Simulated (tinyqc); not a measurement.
What moves the results: Slater-Koster d bands of a bcc metal. A value that a table varies takes the place of the one given here.

Slater-Koster d bands. For a bond with direction cosines (l, m, n) the 5 x 5 block is dds Ps + ddp Pp + ddd (1 - Ps - Pp), the projectors on sigma, pi and delta states about the bond; for instance <xy|xy> = 3 l^2 m^2 dds + (l^2 + m^2 - 4 l^2 m^2) ddp + (n^2 + l^2 m^2) ddd, <xy|yz> = 3 l m^2 n dds + l n (1 - 4 m^2) ddp + l n (m^2 - 1) ddd and <3z2-r2|3z2-r2> = (n^2 - (l^2 + m^2)/2)^2 dds + 3 n^2 (l^2 + m^2) ddp + (3/4)(l^2 + m^2)^2 ddd. H(k) sums the blocks times cos(k.R) over the neighbours; the d level is the zero of energy; k in 2 pi/a.

Neighbours: eight at (a/2)(1,1,1) and equivalents, and six at a(1,0,0) and equivalents with the integrals times f2.

Mesh: k = f1 b1 + f2 b2 + f3 b3 with fractions (j + 1/2)/N, j = 0 to N - 1, and b = (-1,1,1), (1,-1,1), (1,1,-1) for fcc, (0,1,1), (1,0,1), (1,1,0) for bcc, unit vectors for simple cubic. The lowest Nd/10 of all levels are filled with two electrons each; the bond energy is their sum per atom.

Inputs chosen for the exercise (of the size met in Mo; not measured data): dds = -1.228 eV (dd sigma); ddp = 0.577 eV (dd pi); ddd = -0.209 eV (dd delta); f2 = 0.487 (factor on all three integrals for second neighbours); N = 8 (mesh).

## Band filling: full bands against the rectangular model

W = sqrt(12 mu2) with mu2 the mean square level on the mesh; rectangular model: Fermi level W (Nd/10 - 1/2), bond energy -W Nd (10 - Nd)/20. The Fermi level of the mesh is the highest filled level.

Per atom (eV):
```
Nd  EF, bands  bond energy, bands  EF, rectangle  bond energy, rectangle
1      -2.715              -3.034         -2.860                  -3.218
2      -2.302              -5.528         -2.145                  -5.721
3      -1.968              -7.667         -1.430                  -7.509
4      -0.788              -9.087         -0.715                  -8.581
5       0.562              -9.116          0.000                  -8.939
6       1.108              -8.281          0.715                  -8.581
7       1.414              -7.000          1.430                  -7.509
8       1.872              -5.381          2.145                  -5.721
9       2.717              -3.224          2.860                  -3.218
```

W = 7.151 eV
full width on the mesh = 8.112 eV

The bond energy is deepest at Nd = 5 (-9.116 eV); the rectangle has its minimum at 5. The two differ most at Nd = 7, by 0.509 eV or 6 % of the deepest value: the second moment fixes the parabola, and higher moments the rest. At Nd = 3 and 7 the bands give -7.667 and -7.000 eV, a skew towards less than half filling.

## Which lattice a d-band metal prefers

fcc has twelve neighbours, bcc eight and six (the six times f2), simple cubic six. The integrals of bcc and sc are scaled so that all three have the second moment of fcc, which stands for equal repulsion (structural energy difference theorem). s and p electrons are left out.

Bond energy per atom:
```
Nd  fcc (eV)  bcc - fcc (meV)  sc - fcc (meV)
1     -3.668              245            -402
2     -6.392              153            -191
3     -8.410             -242             199
4     -9.813             -441             769
5    -10.274              -13             922
6     -9.744              399             700
7     -8.309              409              98
8     -6.245              173            -338
9     -3.463             -176            -608
```

scale factors: bcc 1.1285, sc 1.4142

mu3/mu2^1.5: fcc -0.069, bcc -0.069, sc 0.000

mu4/mu2^2: fcc 1.766, bcc 1.691, sc 2.670

largest change of a difference when N is raised to 14 = 59 meV

fcc is lowest for Nd = 6 and 7. bcc is lowest for Nd = 3, 4 and 5. sc is lowest for Nd = 1, 2, 8 and 9. bcc gains most on fcc at Nd = 4 (-441 meV). A small fourth moment marks a two-peaked band, which tends to favour fillings near one half; bcc has -4 % against fcc, and at Nd = 5 it lies -13 meV from fcc (differences of a few tens of meV are within the error of the mesh; hcp is left out, and this d-only model can miss the lattice of the real metal). The third moments, from three-membered rings, skew the bands. That simple cubic wins anywhere comes from keeping d bands and equal second moments alone; no transition metal takes it. Differences below about 59 meV are within the error of this mesh, and the s and p electrons left out weigh most where the d band is nearly empty or full.

## What each integral does

Levels at Gamma, E(t2g) = (8/3) dds + (16/9) ddp + (32/9) ddd + f2 (4 ddp + 2 ddd), E(eg) = (16/3) ddp + (8/3) ddd + f2 (3 dds + 3 ddd), and W = sqrt(12 mu2), the width of a rectangular band with the same second moment mu2 = z (dds^2 + 2 ddp^2 + 2 ddd^2)/5, z = 8 + 6 f2^2. Each row changes one parameter from the base and keeps the others.

Results:
```
case              t2g (eV)  eg (eV)  W (eV)
base               -2.0716   0.4205  7.1511
dds = -1.0438 eV   -1.5804   0.6897  6.4555
ddp = 0.4904 eV    -2.3942  -0.0413  6.8525
ddd = -0.1776 eV   -1.9293   0.5502  7.1126
f2 = 0.4139        -2.2097   0.7357  6.9995
```

The largest shifts from the base row, up to three for each result and ties (the steps differ in size, so this ranks the rows, not the parameters). t2g (eV): dds +0.4912, ddp -0.3227, ddd +0.1422. eg (eV): ddp -0.4619, f2 +0.3151, dds +0.2691. W (eV): dds -0.6955, ddp -0.2986, f2 -0.1515. The ratio of the shifts of t2g and eg names the integral: it is the ratio of the coefficients in the two formulas.

Computed by tinyqc, a small Python program: `OMP_NUM_THREADS=1 python tinyqc.py 1450524 1450525 out.jsonl` (the numbers bound the seed that draws the inputs); one thread of a shared host (Intel(R) Xeon(R) Processor @ 2.30GHz), about 0.05 s for the whole set of steps.
